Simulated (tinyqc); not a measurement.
Pariser-Parr-Pople SCF with singles CI, for the molecule [CH2+]c1ccccc1 (SMILES; centres numbered as the heavy atoms are written), step by step. One step of it, computed by the program tinyqc.

Problem. Singles CI, singlets. Over the 6 single excitations with the smallest orbital gaps: A = (e_a - e_i) delta + 2 (ia|jb) - (ij|ab), with (pq|rs) = sum c_mp c_mq gamma_mn c_nr c_ns. f = 2/3 w |mu|^2 in atomic units, mu = sqrt2 sum c_ia sum_m c_mi c_ma R_m.

orbital energies (eV): [-17.486917, -14.884660, -14.125148, -8.097292, -4.660037, -4.210827, -1.733449]

coefficients, order 1C, 2C, 3C, 4C, 5C, 6C, 7C:
```
[[0.310265, -0.422638, 0.000000, 0.727369, 0.000000, -0.405318, -0.178224],
 [0.547114, -0.457005, 0.000000, -0.085744, 0.000000, 0.559289, 0.414315],
 [0.399711, -0.032290, 0.515917, -0.389830, -0.483560, -0.188723, -0.389364],
 [0.315386, 0.384449, 0.483560, 0.025742, 0.515917, -0.292643, 0.407955],
 [0.293132, 0.561102, 0.000000, 0.397897, 0.000000, 0.529529, -0.400644],
 [0.315386, 0.384449, -0.483560, 0.025742, -0.515917, -0.292643, 0.407955],
 [0.399711, -0.032290, -0.515917, -0.389830, 0.483560, -0.188723, -0.389364]]
```

repulsion gamma_rs (eV), order 1C, 2C, 3C, 4C, 5C, 6C, 7C:
```
[[10.280000, 5.141365, 3.764222, 2.820886, 2.571024, 2.820886, 3.764222],
 [5.141365, 10.280000, 5.142057, 3.764222, 3.427880, 3.764222, 5.142057],
 [3.764222, 5.142057, 10.280000, 5.141365, 3.764222, 3.428496, 3.764865],
 [2.820886, 3.764222, 5.141365, 10.280000, 5.142057, 3.764865, 3.428496],
 [2.571024, 3.427880, 3.764222, 5.142057, 10.280000, 5.142057, 3.764222],
 [2.820886, 3.764222, 3.428496, 3.764865, 5.142057, 10.280000, 5.141365],
 [3.764222, 5.142057, 3.764865, 3.428496, 3.764222, 5.141365, 10.280000]]
```

Centres (angstrom, eV; a flat drawing with bonds scaled to 1.40 angstrom):
```
centre          x          y  core charge z          W   gamma_rr
1C       2.400000   0.000000              1  10.460000  10.280000
2C       1.000000   0.000000              1  10.460000  10.280000
3C       0.300000   1.212000              1  10.460000  10.280000
4C      -1.100000   1.212000              1  10.460000  10.280000
5C      -1.800000   0.000000              1  10.460000  10.280000
6C      -1.100000  -1.212000              1  10.460000  10.280000
7C       0.300000  -1.212000              1  10.460000  10.280000
```

Give: singlet CI matrix; singlet excitation energies; oscillator strengths.

Solution.

singlet CI matrix (eV), order 3>4, 2>4, 1>4, 3>5, 3>6, 2>5:
```
[[2.8099, 0.0000, 0.0000, 0.0000, 0.1565, -0.4000],
 [0.0000, 4.3191, 0.0729, 0.4172, 0.0000, 0.0000],
 [0.0000, 0.0729, 6.0327, 0.2673, 0.0000, 0.0000],
 [0.0000, 0.4172, 0.2673, 6.5432, 0.0000, 0.0000],
 [0.1565, 0.0000, 0.0000, 0.0000, 6.3208, -0.5997],
 [-0.4000, 0.0000, 0.0000, 0.0000, -0.5997, 6.6702]]
```

singlet excitation energies (eV): [2.7663, 4.2431, 5.8750, 5.9234, 6.7284, 7.1596]

oscillator strengths: [0.0730, 0.7069, 0.0215, 0.2341, 0.6859, 0.8038]
